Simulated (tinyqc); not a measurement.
Grain growth, pinning, strength and diffusional creep of a polycrystal or thin film: one step, computed by the program tinyqc.

One mean grain size d describes the structure.

Problem. Grain size after the anneal. dd/dt = 2 M gamma (1/d - 1/d_lim) integrates to 2 M gamma t = d_lim (d0 - d) + d_lim^2 ln[(d_lim - d0)/(d_lim - d)]; without pinning d^2 = d0^2 + 4 M gamma t.

Inputs (values chosen for the exercise, modelled on tungsten): boundary energy gamma = 1.1 J/m^2; anneal temperature T = 2792 K; anneal time t = 30 s; initial grain size d0 = 79 nm.

mobility M = 9.871856e-15 m^4/(J s)

limit d_lim = 2583.333 nm

Give: size without pinning; grain size d.

Solution.

size without pinning = 1144.3 nm

grain size d = 981.97 nm

Pinning holds d to 86 % of the free value.
